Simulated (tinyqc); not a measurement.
Strain, valley repopulation and piezoresistance in a many-valley conduction band: one step, computed by the program tinyqc. Command: `OMP_NUM_THREADS=1 python tinyqc.py 3026134 3026135 out.jsonl valleys walk`. One thread of a shared host (Intel(R) Xeon(R) Processor @ 2.30GHz), about 0.03 s of CPU time with the checks.

Valleys are ellipsoids with mass m_l along the axis a and m_t across it, parabolic, with one constant relaxation time; strain shifts the valleys and leaves the masses alone. Currents are taken along [111], along the load, and along [1-10], across the load.

Problem. Populations. Each of the 4 valleys holds n_v = N_v (2/sqrt(pi)) F_1/2((E_F - dE_v)/(k_B T)), N_v = 2 (m_d k_B T/(2 pi hbar^2))^(3/2), m_d = (m_l m_t^2)^(1/3); E_F solves sum n_v = n and is counted from the unstrained edge. F_j(eta) = int_0^infinity x^j/(1 + exp(x - eta)) dx, without a gamma-function factor. It is evaluated after integrating by parts. Integrals over x = E/(k_B T) use 160 Gauss-Legendre points in u = sqrt(x) from 0 to sqrt(max(eta, 0) + 32).

Inputs (values chosen for the exercise, for a model crystal): longitudinal mass m_l = 1.19 m_0; transverse mass m_t = 0.0978 m_0; electron density n = 3.8e+16 1/cm^3; temperature T = 77 K.

Valley axes: <111> (4 valleys). Load: uniaxial [111].

shifts dE (meV): [111] 57.42518, [-111] -12.21127, [1-11] -12.21127, [11-1] -12.21127

Constants: k_B = 8.617333262e-05 eV/K; m_0 = 9.1093837015e-31 kg; k_B = 1.380649e-23 J/K; hbar = 1.054571817e-34 J s.

Give: Fermi level E_F; share of the electrons.

Solution.

Fermi level E_F = -34.11 meV

share of the electrons: [111] 0.0000, [-111] 0.3333, [1-11] 0.3333, [11-1] 0.3333
